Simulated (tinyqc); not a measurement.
MOSFET in the linear regime without short-channel effects, parameter extraction from computed curves: extraction methods against the body factor.

Inversion charge Q = Cox n Vt W0(exp((Vg - VT)/(n Vt))), W0 the Lambert function and n = nf; u = Q/Cox; mobility mu = mu0/(1 + th1 u + th2 u^2); channel resistance Rch = (L - dL)/(W mu Q); Id = Vd/(Rch + Rsd/W). Cox = eps0 eox/tox. Small Vd, no channel-length or drain effects.

From the continuous curve Id(Vg): tangent at peak gm (V_ext = Vg - Id/gm); constant current Id = 0.1 uA W/L; peak of d2Id/dVg2; Y = Id/sqrt(gm) drawn through Vg = VT + 0.6 and VT + 0.8 V, with intercept VT_Y and slope s. Mobilities gm,max L/(W Cox Vd) and s^2 L/(W Cox Vd) with the drawn L. Last column: share of Rsd/W in the total resistance at VT + 0.8 V.

Inputs (values chosen for the exercise); channel values of the order met in silicon transistors:
```
symbol,value,unit,meaning
T,77,K,temperature
eox,21.5,,relative permittivity of the gate insulator (close to hafnium oxide)
tox,8.1,nm,insulator thickness
mu0,140,cm^2/(V s),low-field mobility
th1,0.24,1/V,first mobility attenuation factor
th2,0.21,1/V^2,second mobility attenuation factor
VT,0.46,V,threshold voltage
W,1,um,gate width
L,1.4,um,drawn gate length
dL,0.005,um,drawn less effective length
Rsd,250,ohm um,source plus drain resistance
Vd,0.05,V,drain voltage
```

Constants: q = 1.602176634e-19 C, kB = 1.380649e-23 J/K, Vt = kB T/q, eps0 = 8.8541878128e-14 F/cm where lengths are in cm. Results are converted to the units shown.

Result of one run:

| nf | V_ext (V) | constant current (V) | second derivative (V) | VT_Y (V) | mobility from gm (cm^2/(V s)) | mobility from Y (cm^2/(V s)) | series share (%) |
|---|---|---|---|---|---|---|---|
| 1.1 | 0.468 | 0.465 | 0.459 | 0.544 | 123 | 185 | 3.34 |

What becomes of these results when the body factor nf is changed from 1.1 to 1.6, all else the same?

Result of the changed run:

| nf | V_ext (V) | constant current (V) | second derivative (V) | VT_Y (V) | mobility from gm (cm^2/(V s)) | mobility from Y (cm^2/(V s)) | series share (%) |
|---|---|---|---|---|---|---|---|
| 1.6 | 0.470 | 0.460 | 0.458 | 0.548 | 119 | 182 | 3.31 |

The whole series:

| nf | V_ext (V) | constant current (V) | second derivative (V) | VT_Y (V) | mobility from gm (cm^2/(V s)) | mobility from Y (cm^2/(V s)) | series share (%) |
|---|---|---|---|---|---|---|---|
| 1 | 0.468 | 0.465 | 0.459 | 0.544 | 123 | 186 | 3.35 |
| 1.1 | 0.468 | 0.465 | 0.459 | 0.544 | 123 | 185 | 3.34 |
| 1.2 | 0.469 | 0.464 | 0.459 | 0.545 | 122 | 185 | 3.33 |
| 1.3 | 0.469 | 0.463 | 0.458 | 0.546 | 121 | 184 | 3.33 |
| 1.4 | 0.469 | 0.462 | 0.458 | 0.546 | 121 | 183 | 3.32 |
| 1.5 | 0.469 | 0.461 | 0.458 | 0.547 | 120 | 182 | 3.31 |
| 1.6 | 0.470 | 0.460 | 0.458 | 0.548 | 119 | 182 | 3.31 |
| 1.7 | 0.470 | 0.459 | 0.458 | 0.548 | 119 | 181 | 3.30 |

The model has VT = 0.46 V and mu0 = 140 cm^2/(V s). Over the table the extracted thresholds move by 2.1 mV (tangent), 6.4 mV (constant current), 1.0 mV (second derivative), 4.7 mV (Y function). The mobility from gm falls from 123 to 119 and that from Y falls from 186 to 181 cm^2/(V s).

Computed by the program tinyqc: `OMP_NUM_THREADS=1 python tinyqc.py 2210109 2210110 out.jsonl`, one thread of a shared Intel Xeon 2.30GHz, about 0.01 s for the whole run.
